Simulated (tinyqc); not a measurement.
Printed widths: electron-beam lithography: double-Gaussian proximity function, edge placement and dose correction for parallel lines. Computed by tinyqc, a small Python program. Command: `OMP_NUM_THREADS=1 python tinyqc.py 3111834 3111835 out.jsonl proximity walk`. One thread of a shared host (Intel(R) Xeon(R) Processor @ 2.30GHz), about 0.01 s of CPU time with the checks.

Lines are infinitely long. Absorbed energy is counted so that the middle of a very large area written at dose 1 receives 1; the resist develops where it exceeds 1/2.

Inputs (values chosen for the exercise, of the order of those for 100 keV electrons in resist on silicon): forward range alpha = 0.025 micrometre; backscatter range beta = 30 micrometre; backscatter ratio eta = 0.63.

line widths (micrometre): [0.097, 0.038, 0.091, 16]

gaps between the lines (micrometre): [0.13, 0.18, 8.9]

Method:
- The first line starts at x = 0; each next one starts after the width and the gap.
- f(r) = [exp(-r^2/alpha^2)/alpha^2 + eta exp(-r^2/beta^2)/beta^2]/(pi (1 + eta)). A line from a to b at dose d gives E(x) = d [S(alpha) + eta S(beta)]/(1 + eta), S(s) = [erf((b - x)/s) - erf((a - x)/s)]/2.
- M_ij is the mean of E at the two edges of line i from line j at dose 1.
- Uncorrected edge energies are M 1. Solve M d = 1/2 for the doses d that put the mean edge energy of every line at the threshold.
- Edges are the roots of E(x) = 1/2 between a line centre and the middle of the next gap. Three cases: dose 1 everywhere; one common dose equal to the mean of d; the corrected doses.

Lines (micrometre):
```
line  left edge  right edge       centre
1         0.000       0.097  4.85000e-02
2         0.227       0.265  2.46000e-01
3         0.445       0.536  4.90500e-01
4         9.436      25.436  1.74360e+01
```

corrected doses: 1 1.29847, 2 1.33838, 3 1.29320, 4 1.20730

Width error, printed less drawn (nm):
```
line  drawn width (nm)   dose 1  mean dose  corrected
1                   97  -16.329     0.2237   4.00e-06
2                   38  -23.283    -1.2148   2.00e-06
3                   91  -16.115     0.4168   4.00e-06
4                16000  -12.680     3.5809          0
```

What follows from these numbers?

With the common mean dose the errors span 4.8 nm. With corrected doses the largest error is below 0.01 nm.

Extremes, crossings and ranges named in words are read from the listed rows.
